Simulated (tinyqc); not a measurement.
From tau_eff back to bulk lifetime tau_b without iron: photoconductance decay in a wafer: bulk and surface recombination modes, and iron detection by pair splitting. Computed by tinyqc, a small Python program. Command: `OMP_NUM_THREADS=1 python tinyqc.py 3112259 3112260 out.jsonl pcd inv`. One thread of a shared host (Intel(R) Xeon(R) Processor @ 2.30GHz), about 0.06 s of CPU time with the checks.

Both faces of the wafer have the same S; injection is low and all coefficients are constant. x runs from -W/2 to W/2.

Inputs (values chosen for the exercise, modelled on p-type silicon): thickness W = 725 micrometre; diffusivity D = 26.6 cm^2/s; surface recombination velocity S = 52 cm/s.

Method. Even modes cos(a x) obey b tan b = S W/(2 D) with b = a W/2, odd modes sin(a x) obey -b cot b = S W/(2 D); each decays at the rate 1/tau_b + D a^2. tau_eff is the decay time of the first mode. The surface time is 1/(D a^2) of that mode; shortcuts for it are W/(2 S), W^2/(pi^2 D) and their sum, whose error is sum/surface time - 1.

Problem. A run gave the result below. Find the bulk lifetime tau_b without iron, known to lie between 1500 and 3100 microsecond.

tau_eff = 550.2438 microsecond

Solution.

Each step takes the trial c = (a f_b - b f_a)/(f_b - f_a), f being the result less the target and a, b, c the logarithms of the listed values; c replaces end b, the old b replaces a if the sign of f changed, and otherwise f_a is halved.

Scan of the range:
```
bulk lifetime tau_b without iron (microsecond)  tau_eff (microsecond)
1500                                                          483.583
1690                                                          501.770
1910                                                          519.537
2160                                                          536.425
2430                                                          551.647
2750                                                          566.615
3100                                                          580.110
```

False position (Illinois rule, in the logarithm of the input) inside the bracket:
```
step    end a    end b    trial  tau_eff (microsecond)
1     2160.00  2430.00  2403.75                550.283
2     2160.00  2403.75  2402.29                550.207
3     2403.75  2402.29  2403.00                550.244
4     2402.29  2403.00  2403.00                550.244
```

tau_eff rises at every point of a 13-point scan of the range (every second point is shown), so one value fits; it is bracketed by 2160 and 2430. Answer: bulk lifetime tau_b without iron = 2403 microsecond.
